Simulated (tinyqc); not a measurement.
# From ratio -V_in/V_out back to metal thickness d

Model: time-domain thermoreflectance: layered heat flow under a modulated pulse train, and what the signal ratio measures. Computed by tinyqc, a small Python program. Command: `OMP_NUM_THREADS=1 python tinyqc.py 3112303 3112304 out.jsonl tdtr inv`. One thread of a shared host (Intel(R) Xeon(R) Processor @ 2.30GHz), about 0.5 s of CPU time with the checks.

Pulses repeat at 80 MHz; heat is laid down at the surface, all layers are isotropic, and the film is in perfect contact with the substrate.

Inputs (values chosen for the exercise, modelled on aluminium on beta-Ga2O3):
```
quantity,value,unit
metal conductivity,130,W/(m K)
metal heat capacity,2.42,MJ/(m^3 K)
boundary conductance G under the metal,100,MW/(m^2 K)
film thickness,87,nm
film conductivity,8.4,W/(m K)
film heat capacity,1.5,MJ/(m^3 K)
substrate conductivity kappa,13.8,W/(m K)
substrate heat capacity C,3.36,MJ/(m^3 K)
modulation frequency f,1,MHz
"spot radius w (1/e^2, pump and probe)",3.2,micrometre
delay t,2700,ps
```

Stack: metal, film, substrate.

Method:
- For radial wave number k and angular frequency W each layer has u = sqrt(4 pi^2 k^2 + i W C/kappa) and gamma = kappa u. Surface impedance from below: Z = 1/gamma for the substrate; a layer of thickness L maps Z to (Z + tanh(u L)/gamma)/(1 + gamma Z tanh(u L)); a boundary adds 1/G.
- Response per absorbed watt H(W) = 2 pi int_0^(2/w) Z(k, W) exp(-pi^2 k^2 w^2) k dk by 20 Gauss-Legendre points.
- Signal: X + iY = sum_(m = -M..M) H(2 pi (f + m f_r)) exp(i 2 pi m f_r t) exp(-pi (m/M)^2 x 4), f_r = 80 MHz, M = 4000, with H(-W) the complex conjugate of H(W); V_in = X, V_out = Y, ratio = -V_in/V_out.

Question. A run gave the result below. Find the metal thickness d, known to lie between 75 and 180 nm.

ratio -V_in/V_out = 2.166272

Answer.

Each step takes the trial c = (a f_b - b f_a)/(f_b - f_a), f being the result less the target and a, b, c the logarithms of the listed values; c replaces end b, the old b replaces a if the sign of f changed, and otherwise f_a is halved.

Scan of the range:
```
metal thickness d (nm),ratio -V_in/V_out
75.0,2.19460
86.8,2.17682
100.0,2.15435
116.0,2.12645
134.0,2.09598
156.0,2.06108
180.0,2.02608
```

False position (Illinois rule, in the logarithm of the input) inside the bracket:
```
step,end a,end b,trial,ratio -V_in/V_out
1,86.800,100.000,92.7653,2.16684
2,100.000,92.765,93.0842,2.16630
3,100.000,93.084,93.1143,2.16625
4,93.084,93.114,93.1000,2.16627
5,93.114,93.100,93.1000,2.16627
```

Ratio -V_in/V_out falls at every point of a 13-point scan of the range (every second point is shown), so one value fits; it is bracketed by 86.8 and 100. Answer: metal thickness d = 93.10 nm.
